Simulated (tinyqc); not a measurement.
Worked calculation: harmonic frequencies on the B3LYP (VWN-RPA form)/sto-6g surface (energies and gradients from PySCF), for BeH2, spin multiplicity 1. One step of it, computed by the program tinyqc.

Problem. One row of the Hessian: 2Hy. Displace 2Hy by +/-0.01 bohr; H(k, :) = (g(+) - g(-)) / (2 delta).

optimised positions (bohr):
```
,x,y,z
1Be,0.016194,-0.048504,-0.027159
2H,0.008540,2.403539,0.006882
3H,0.024369,-2.500541,-0.061004
```

gradient at +delta (hartree/bohr):
```
,x,y,z
1Be,-0.00000366,-0.00213388,-0.00003060
2H,-0.00000133,0.00211212,0.00002935
3H,0.00000499,0.00002174,0.00000124
```

gradient at -delta (hartree/bohr):
```
,x,y,z
1Be,-0.00001601,0.00217536,0.00002400
2H,0.00001145,-0.00215540,-0.00002725
3H,0.00000455,-0.00001994,0.00000326
```

Give: row of the Hessian.

Solution.

row of the Hessian (hartree/bohr^2): 1Bex 0.000617, 1Bey -0.215462, 1Bez -0.002730, 2Hx -0.000639, 2Hy 0.213376, 2Hz 0.002830, 3Hx 0.000022, 3Hy 0.002084, 3Hz -0.000101
